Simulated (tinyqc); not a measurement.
Solid solubility of a dopant against its melt (retrograde solidus), clustering and the electrically active fraction: one step, computed by the program tinyqc. Command: `OMP_NUM_THREADS=1 python tinyqc.py 3001899 3001900 out.jsonl retro walk`. One thread of a shared host (Intel(R) Xeon(R) Processor @ 2.30GHz), about 0.01 s of CPU time with the checks.

Task: Liquidus and solidus at T. x_l and x_s are atom fractions of the dopant in melt and solid; the solid is dilute. Liquidus of the host: R T ln(1 - x_l) + L x_l^2 = -H_f (1 - T/T_m). Distribution: k = x_s/x_l = exp[L (1 - x_l)^2/(R T)] exp(S/k_B - H/(k_B T)), the first factor being the activity coefficient in the melt. Solubility = x_s N0; at T_m x_l = 0.

Inputs (values chosen for the exercise, of the order of those of tin in silicon for the solubility):
```
quantity                                   value    unit
melting point of the host T_m               1687       K
heat of melting of the host H_f             50.2  kJ/mol
interaction L of the melt                    8.1  kJ/mol
enthalpy of transfer from melt to solid H  0.395      eV
entropy of transfer S                      -2.13     k_B
site density N0                            5e+22  1/cm^3
temperature T                               1290       K
```

Constants: R = 8.314462618 J/(mol K); k_B = 8.617333262e-05 eV/K.

Give: x_l; distribution coefficient k; x_s; solubility; k at the melting point.

Result:

x_l = 0.7934

distribution coefficient k = 0.003514

x_s = 0.002788

solubility = 1.394e+20 1/cm^3

k at the melting point = 0.01399

k has changed by a factor 0.25 from its value at T_m, while x_l has grown from 0 to 0.793.
